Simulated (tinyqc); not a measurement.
# Undoped gate-all-around wire MOSFET, analytic charge model: effects of single changes

An undoped round wire of radius R under an insulator shell and a surrounding gate; long channel, electrons only, n = ni exp((psi - V)/Vt) with V the quasi-Fermi potential (0 at the source, Vd at the drain), constant mobility, no quantisation. The radial Poisson equation gives n(r) = n(0)/(1 - (1 - b) r^2/R^2)^2 with b = Q0/(Q + Q0). Q is the electron charge per area of the wire surface.

Values chosen for this exercise; material values those of a made-up semiconductor:

| symbol | value | unit | meaning |
|---|---|---|---|
| T | 300 | K | temperature |
| Eg | 1.13 | eV | band gap |
| eps_r | 14.5 |  | relative permittivity of the semiconductor |
| Nc | 2.89e19 | cm^-3 | conduction-band density of states at T |
| Nv | 2.03e19 | cm^-3 | valence-band density of states at T |
| eox | 8.81 |  | relative permittivity of the gate insulator |
| tox | 5.2 | nm | insulator thickness |
| R | 6 | nm | wire radius |
| dphi | -0.08 | V | gate work function less that of the intrinsic body |
| mu | 330 | cm^2/(V s) | channel mobility |
| L | 0.1 | um | gate length |
| Vd | 0.8 | V | drain voltage |

Constants: q = 1.602176634e-19 C, kB = 1.380649e-23 J/K, Vt = kB T/q, eps0 = 8.8541878128e-14 F/cm where lengths are in cm. Results are converted to the units shown.

Each table varies one quantity; the others keep the values above.

## Transfer curve and volume inversion

ni = sqrt(Nc Nv) exp(-Eg/(2 Vt)), Eg in volts; Cox = eps0 eox/(R ln(1 + tox/R)); Q0 = 4 eps0 eps_r Vt/R; V0 = dphi + Vt ln[8 eps0 eps_r Vt/(q ni R^2)]. Q solves Vg - V0 - V = Q/Cox + Vt ln(Q/Q0) + Vt ln(1 + Q/Q0). I = mu (2 pi R/L)[2 Vt (Qs - Qd) + (Qs^2 - Qd^2)/(2 Cox) + Vt Q0 ln((Qd + Q0)/(Qs + Q0))], with Qs at V = 0 and Qd at V = Vd. The drop is psi(surface) - psi(centre) at the source end; C = dQs/dVg, Cg = Cox, drop = 2 Vt ln(1 + Qs/Q0); gm = dI/dVg.

Results:

| Vg (V) | Qs (nC/cm^2) | drop (mV) | C/Cg | I (uA) | gm/I (1/V) |
|---|---|---|---|---|---|
| 0.14 | 0.0018632 | 4.3538e-4 | 3.4600e-5 | 5.9926e-6 | 38.681 |
| 0.29 | 0.60824 | 0.14193 | 0.011139 | 0.0019699 | 38.412 |
| 0.44 | 56.707 | 11.796 | 0.46657 | 0.29842 | 23.640 |
| 0.59 | 258.18 | 39.980 | 0.75707 | 3.1009 | 10.358 |
| 0.74 | 511.04 | 61.881 | 0.84825 | 10.235 | 6.2120 |
| 1.04 | 1066.0 | 91.044 | 0.91546 | 39.536 | 3.3540 |
| 1.19 | 1354.6 | 101.51 | 0.93117 | 62.040 | 2.6781 |
| 1.34 | 1647.3 | 110.31 | 0.94206 | 88.384 | 2.0624 |

Estimate the missing row, Vg = 0.89 V.

Computed row:

| Vg (V) | Qs (nC/cm^2) | drop (mV) | C/Cg | I (uA) | gm/I (1/V) |
|---|---|---|---|---|---|
| 0.89 | 783.45 | 78.233 | 0.89100 | 22.292 | 4.3722 |

With this row back in the table: The current rises from 5.99e-6 to 88.4 uA. In the first row gm/I is 38.7 1/V, within 0.01 % of 1/Vt: with no depletion charge the whole body follows the gate, and the swing is ideal. The drop between surface and centre goes from 4.4e-4 to 110 mV and passes Vt at Vg = 0.59 V among the rows; below that the density varies across the body by less than a factor of e (volume inversion). C reaches 0.94 of Cg in the last row. For Vg = 0.59 to 1.34 V the surface density at the source passes 0.3 Nc, where Boltzmann statistics fail. For Vg = 0.59 to 1.34 V mu V/L, with V the smaller of Vd and Vg - V0, passes 3e6 cm/s, so velocity saturation would lower the current. In every row the body is thin enough for quantum confinement, left out here, to raise the threshold.

## Output curve

Same model as above.

In this table Vg = 0.74 V.

Output curve:

| Vd (V) | Qd (nC/cm^2) | Qd/Qs | I (uA) |
|---|---|---|---|
| 0.06 | 406.7 | 0.7957 | 3.423 |
| 0.11 | 322.7 | 0.6314 | 5.690 |
| 0.16 | 242.5 | 0.4745 | 7.445 |
| 0.22 | 153.6 | 0.3005 | 8.917 |
| 0.27 | 89.00 | 0.1742 | 9.666 |
| 0.32 | 38.90 | 0.07612 | 10.05 |
| 0.38 | 7.740 | 0.01515 | 10.21 |
| 0.43 | 1.298 | 0.002539 | 10.23 |
| 0.48 | 0.1924 | 3.765e-4 | 10.23 |

Read the table: what changes, and by how much?

The current rises from 3.42 to 10.2 uA, while the charge at the drain end falls from 0.80 to 3.8e-4 of that at the source. The current first comes within 1 % of its last value at Vd = 0.38 V among the rows. Over the last rows Qd falls by a factor of e for each Vt of drain voltage: the drain end is in weak inversion. In every row the surface density at the source passes 0.3 Nc, where Boltzmann statistics fail. For Vd = 0.11 to 0.48 V mu V/L, with V the smaller of Vd and Vg - V0, passes 3e6 cm/s, so velocity saturation would lower the current. In every row the body is thin enough for quantum confinement, left out here, to raise the threshold.

Program tinyqc, `OMP_NUM_THREADS=1 python tinyqc.py 2460169 2460170 out.jsonl`; Intel Xeon 2.30GHz, shared host, one thread, about 0.03 s.
